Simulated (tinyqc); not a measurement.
Interpolating the pair or each band alone: Wannier functions of a composite (isolated) pair of valence bands (bonds of an sp chain).

Each atom has a hybrid pointing left (<) and right (>). H(k): diagonal +V3 on A, -V3 on B; <A<|A>> = -V1a, <B<|B>> = -V1b, <A>|B<> = -V2, <B>|A<> = -V2p exp(ik); k in 1/a, Bloch sums with exp(ikR). The two lowest bands are filled. Trial functions in cell 0: g1 = cos(c) A> + sin(c) B<, and g2 = sin(c) B> + cos(c) A< of cell 1, whose Bloch vector has cos(c) exp(-ik) on A<. Projection A_mn = <psi_m|g_n>, S = A^+ A, Loewdin U = A S^(-1/2), Bloch-like states w_n = sum_m psi_m U_mn, H_W(k) = U^+ diag(E) U. P = sum_m |psi_m><psi_m| is free of phase choices, and S = g^+ P g, w = P g S^(-1/2).

Parameters, chosen for this exercise:
- V2 = 4.35 eV (coupling in the bond A-B inside the cell)
- V2p = 4.99 eV (coupling in the bond to the next cell)
- V1a = 1.13 eV (coupling of the two hybrids on A)
- V1b = 0.93 eV (the same on B)
- V3 = 0 eV (A at +V3, B at -V3)
- c = 45 degrees (trial bonds cos(c) on A, sin(c) on B)

Largest error on 25 points from 0 to pi. Pair: diagonalise the Hermitian part of sum_R exp(ikR) H(R) over the N cells nearest the origin, with H(R) the mean of exp(-ikR) H_W(k) on the mesh k = 2 pi j/N. Alone: the cosine series of each sorted band on the same mesh.

Errors (meV):

| N | pair | each band alone |
|---|---|---|
| 3 | 3.69940 | 113.28269 |
| 4 | 2.49996 | 24.09346 |
| 5 | 0.08377 | 32.53256 |
| 6 | 0.04825 | 7.06392 |
| 8 | 0.00152 | 2.68220 |
| 10 | 0.00005 | 1.12289 |
| 14 | 0.00000 | 0.19623 |

smallest spacing of the two filled bands = 0.6705 eV

How do the results move, and what explains it?

At N = 6 the pair errs by 0.048 meV and the single bands by 7.1; at N = 10, 4.9e-05 against 1.1. Both fall exponentially: the pair at a rate tied to the gap to the empty bands (7.19 eV), the single bands at a slower one tied to their own spacing (0.671 eV at the closest). Not every column falls at every step, since even meshes hold k = pi and odd ones do not.

(tinyqc, `OMP_NUM_THREADS=1 python tinyqc.py 1452617 1452618 out.jsonl`, Intel(R) Xeon(R) Processor @ 2.30GHz, 1 thread, shared host, about 0.3 s.)
